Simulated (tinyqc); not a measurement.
Four methods from the same start: geometry relaxation of a small cluster. Computed by tinyqc, a small Python program. Command: `OMP_NUM_THREADS=1 python tinyqc.py 3027848 3027849 out.jsonl relax walk`. One thread of a shared host (Intel(R) Xeon(R) Processor @ 2.30GHz), about 0.02 s of CPU time with the checks.

E = sum_i {sum_j A exp(-p (r_ij/r0 - 1)) - xi sqrt(rho_i)}, rho_i = sum_j exp(-2 q (r_ij/r0 - 1)); the force on i is -sum_j w_ij (R_i - R_j)/r_ij with w_ij = -(2p/r0) A exp(-p (r_ij/r0 - 1)) + (xi q/r0) exp(-2 q (r_ij/r0 - 1)) (rho_i^(-1/2) + rho_j^(-1/2)).

Inputs (values chosen for the exercise, for model atoms):
```
quantity,value,unit
length r0,2.49,angstrom
repulsion A,0.11,eV
hopping xi,1.13,eV
decay p,9.85,-
decay q,3.33,-
step factor eta,0.015,angstrom^2/eV
largest number of steps,500,-
```

Potential: Gupta. Method: BFGS.

starting positions (angstrom):
```
,x,y,z
atom 1,0.14,-0.01,0.12
atom 2,2.36,-0.05,-0.02
atom 3,2.17,2.31,-0.14
atom 4,-0.14,2.5,0.12
atom 5,1.13,1.23,1.43
atom 6,0.97,1.34,-1.47
```

Method:
- BFGS: R(new) = R + B F with the inverse Hessian B = eta 1 at first; with s = R(new) - R, y = F - F(new), rho = 1/(y.s): B(new) = (1 - rho s y^T) B (1 - rho y s^T) + rho s s^T, skipped if y.s is not positive.
- No atom moves more than 0.3 angstrom a step (the whole step is scaled). Stop when the largest force component is below 1e-5 eV/angstrom.
- Hessian at the final positions by central differences of the forces; six eigenvalues vanish (translations and rotations). Steepest descent is stable for eta below 2/lambda_max and contracts the softest mode by 1 - eta lambda_min a step.
- Steepest descent: R(new) = R + eta F.
- Conjugate gradient (Polak-Ribiere): d = F + beta d(old), beta = max(0, F.(F - F(old))/|F(old)|^2), d = F at first; step length from one secant, s = eta (F.d)/(F.d - F(R + eta d).d), replaced by eta if that is not positive; R(new) = R + s d.
- FIRE with unit mass: if F.v > 0, v = (1 - a) v + a |v| F/|F|, and after more than 5 such steps in a row dt = min(1.1 dt, 5 dt0), a = 0.99 a; else v = 0, a = 0.1, and dt = dt/2 (not at the first step). Then v = v + dt F, R(new) = R + dt v. dt0 = sqrt(eta), a = 0.1 at first.
- In this comparison each method may take up to 1500 steps.

contraction of the softest mode = 0.960659

non-zero eigenvalues (eV/angstrom^2): [2.6227, 2.6227, 2.6227, 2.9969, 2.9969, 5.4530, 5.4530, 5.4531, 11.9953, 11.9953, 11.9954, 21.4209]

condition number = 8.16751

Cost:
```
method,steps,force calls,final E (eV),calls to reach 1e-2
steepest descent,266,267,-12.041,95
conjugate gradient,16,33,-12.041,19
BFGS,43,44,-12.041,21
FIRE,109,110,-12.041,46
```

What does the comparison show, and why?

In force calls the order is conjugate gradient (33), BFGS (44), FIRE (110), steepest descent (267). All that converged end at the same energy. Near the minimum steepest descent multiplies the slowest mode by 0.961 in size a step, 57 steps a decade of force, at a condition number of 8.2. It is the dearest here: the others use earlier steps to learn the curvature or to build momentum along soft directions.

Extremes, crossings and ranges named in words are read from the listed rows.
